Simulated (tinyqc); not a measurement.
Inside a calculation: shallow acceptor in the spherical four-band model. Values are carried at full precision from step to step, so a last printed digit may differ when a step is redone from the rounded ones.

Units Ry* = Ry/(g1 eps^2) and a* = a0 eps g1; mu = (6 g3 + 4 g2)/(5 g1) is the spherical heavy-light coupling and delta = (g3 - g2)/g1 the cubic term, which is left out.

Constants: Ry = 13.60569312 eV; a0 (Bohr radius) = 0.5291772105 angstrom.

Values chosen for the exercise (near those of a shallow acceptor in Ge; shifted at random, so the results belong to these values and not to a real crystal): g1 = 13.38 (Luttinger gamma1); g2 = 4.23 (gamma2); g3 = 5.73 (gamma3); eps = 16.1 (dielectric constant); al = (1.06, 6.37) 1/a*^2 (exponents a_i, the same for f and g); Dso = 0.292 eV (spin-orbit splitting).

## Units and couplings

Give Ry*, a*, mu, delta and the spherical masses 1/(g1 (1 -/+ mu)).

Ry* = 3.923 meV
a* = 113.99 angstrom
mu = 0.7668
delta = 0.1121

heavy and light mass (m0): 0.3205  0.0423

A hydrogen model with the heavy mass would bind by Ry*/(1 - mu) = 16.8 meV and with the light mass by 2.2 meV. delta/mu = 0.15: the cubic term is a modest correction.

## Matrices in a small basis

The ground state 1S3/2 has an L = 0 part f(r) and an L = 2 part g(r). In units of Ry* and a*, with Gaussians f_i = exp(-a_i r^2), g_i = r^2 exp(-a_i r^2), A = a_i + a_j and I(n) = Gamma((n + 1)/2)/(2 A^((n + 1)/2)): S_ff = I(2), S_gg = I(6), H_ff = (6 a_i a_j/A) I(2) - 2 I(1), H_gg = (14 a_i a_j/A) I(6) - 2 I(5), H_fg = -mu [15 I(2) - 20 a_j I(4) + 4 a_j^2 I(6)]; each function is then normalised. The split-off band is left out.

Form S and H.

S:
```
,f1,f2,g1,g2
f1,1.0000,0.5850,0,0
f2,0.5850,1.0000,0,0
g1,0,0,1.0000,0.2862
g2,0,0,0.2862,1.0000
```

H (Ry*):
```
,f1,f2,g1,g2
f1,-0.1059,-0.4088,-3.1481,-0.9010
f2,-0.4088,11.0549,-5.4144,-18.9180
g1,-3.1481,-5.4144,5.6675,2.7023
g2,-0.9010,-18.9180,2.7023,40.2940
```

## Ground state in the small basis

Solve H u = E S u for the lowest level of the acceptor; the first half of the basis is L = 0 and the second L = 2. Give E, E without the f-g block, and the L = 2 weight u_g S_gg u_g with u S u = 1.

E = -2.026 Ry*
E without coupling = -0.116 Ry*
L = 2 weight = 0.238

Without the coupling the exact value is -1, which this basis, tuned to the compact coupled state, misses by 0.884. The coupling to L = 2 takes the level to 2.03 times that exact value.

## Converged result

Converged values use 22 exponents 2.2^i, i = -7 to 14, for f and for g.
Ground and next level of the same symmetry, L = 2 weight and mean radius.

1S3/2 and 2S3/2 (Ry*): -2.270  -0.675

binding energies (meV): 8.9  2.6

L = 2 weight = 0.272
<r> = 82.9 angstrom

The small basis reaches 89 % of the binding. The ratio 1S/2S is 3.36 (4 for hydrogen). The binding is 0.03 of Dso, so leaving out the split-off band is safe.

## Checks

- Level at mu = 0 against -1 Ry*: both -1.0000.
- Ground level from a second, denser basis, Ry*: both -2.270.

Computed by tinyqc, a small Python program: `OMP_NUM_THREADS=1 python tinyqc.py 1251582 1251583 out.jsonl` (the numbers bound the seed that draws the inputs); one thread of a shared host (Intel(R) Xeon(R) Processor @ 2.30GHz), about 0.04 s for the whole set of steps.
